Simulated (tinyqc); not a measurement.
Growth of the error with array size.

Square N x N arrays wired as follows: each row is driven at its left end through one segment rw, neighbouring nodes are joined by rw, each column ends in one more rw and a virtual ground. All cells have G = 140.0 uS and all rows V = 0.1 V, so the ideal current is N V G. The nodal equations are solved exactly.

Inputs (values chosen for the exercise):
```
symbol  value  unit                                     meaning
rw          5   ohm  wire resistance between neighbouring cells
```

Result of one run:
```
N  ideal (uA)  first column (uA)  last column (uA)  error of the last column (%)  100 N^2 rw G
2       28.00              27.91             27.89                       -0.3836        0.2800
```

What becomes of these results when the array size N is changed from 2 to 12, all else the same?

Result of the changed run:
```
N   ideal (uA)  first column (uA)  last column (uA)  error of the last column (%)  100 N^2 rw G
12       168.0              160.6             153.7                        -8.490         10.08
```

The whole series:
```
N   ideal (uA)  first column (uA)  last column (uA)  error of the last column (%)  100 N^2 rw G
2        28.00              27.91             27.89                       -0.3836        0.2800
4        56.00              55.55             55.32                        -1.211         1.120
6        84.00              82.78             81.92                        -2.471         2.520
8        112.0              109.4             107.4                        -4.133         4.480
12       168.0              160.6             153.7                        -8.490         10.08
16       224.0              208.3             192.9                        -13.90         17.92
20       280.0              251.9             224.1                        -19.95         28.00
```

The error of the last column goes from -0.384 % at N = 2 to -20.0 % at N = 20, as N^(1.77) between N = 4 and 8 and N^(1.62) between the last two rows. The scale N^2 rw G (N segments carrying the current of up to N cells) is 1.08 times the error at N = 8. The last column carries 0.890 of the current of the first at N = 20.

Program tinyqc, `OMP_NUM_THREADS=1 python tinyqc.py 2880137 2880138 out.jsonl`; Intel Xeon 2.30GHz, shared host, one thread, about 0.03 s.
